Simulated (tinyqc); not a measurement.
Do the excited 1s states matter for ionisation? Model: valley-orbit splitting of a donor ground state, with strain. Computed by tinyqc, a small Python program. Command: `OMP_NUM_THREADS=1 python tinyqc.py 3001201 3001202 out.jsonl valleyorbit walk`. One thread of a shared host (Intel(R) Xeon(R) Processor @ 2.30GHz), about 0.01 s of CPU time with the checks.

The basis is the 1s envelope in each valley; energies are counted from the unstrained conduction-band edge. The strain is e_s (a a^T - 1/3) for the unit stress axis a, so valley j along n_j moves by Xi_u e_s w_j with w_j = (n_j.a)^2 - 1/3: +1/6 for x and y, -1/3 for z. The splitting at the zone boundary that a [110] shear adds for <100> valleys is left out.

Inputs (values chosen for the exercise, modelled on donors in silicon):
```
quantity,value,unit
single-valley binding energy E_0,31.2,meV
central-cell shift Lambda,5.05,meV
coupling Delta_1,2.38,meV
coupling Delta_2,1.53,meV
shear deformation potential Xi_u,9.05,eV
donor density N_D,1.3e+14,cm^-3
density-of-states mass of one valley m_e,0.322,m_0
```

Valleys: six along <100>. Stress axis: [110].

Constants: k_B = 8.617333262e-05 eV/K; m_0 = 9.1093837015e-31 kg; k_B = 1.380649e-23 J/K; h = 6.62607015e-34 J s.

Method:
- By symmetry: E(A1) = E_0 + Lambda + 4 Delta_1 + Delta_2 (one state), E(T2) = E_0 + Lambda - Delta_2 (three), E(E) = E_0 + Lambda - 2 Delta_1 + Delta_2 (two), as binding energies.
- H_jj = -(E_0 + Lambda) + Xi_u e_s w_j; H_jk = -Delta_2 between opposite valleys and -Delta_1 between perpendicular ones.
- z = sum over levels of exp(-(E - E_ground)/k_B T), the ground-state share being 1/z; N_c = 2 (2 pi m_e k_B T/h^2)^(3/2) sum_j exp(-(shift_j - lowest shift)/k_B T); n1 = N_c/(2 z) exp(-binding/k_B T), binding = lowest shift - E_ground; without compensation n = 2 N_D/(1 + sqrt(1 + 4 N_D/n1)) (Boltzmann statistics; p and higher states left out).
- No strain here. The last two columns set z = 1, with the A1 depth, or use one level at E_0 with z equal to the number of valleys.

E(A1) = 47.3 meV

Ionised share:
```
T (K),z,all 1s states,ground state alone,no splitting
27,1.0178,2.0380e-03,2.0560e-03,0.02638
46,1.1801,1.7126e-01,1.8454e-01,0.46500
69,1.5428,7.7421e-01,8.3128e-01,0.91772
100,2.0782,9.7645e-01,9.8839e-01,0.98923
140,2.6698,9.9604e-01,9.9851e-01,0.99765
220,3.4867,9.9936e-01,9.9982e-01,0.99953
370,4.2999,9.9987e-01,9.9997e-01,0.99989
```

What follows from these numbers?

z grows from 1.018 to 4.30 of at most 6. Leaving out the excited states overstates the ionised share by up to 7.8 % (at 46.0 K); ignoring the splitting misses by a factor 12.9 at the lowest T and 1.00 at the highest.

Extremes, crossings and ranges named in words are read from the listed rows.
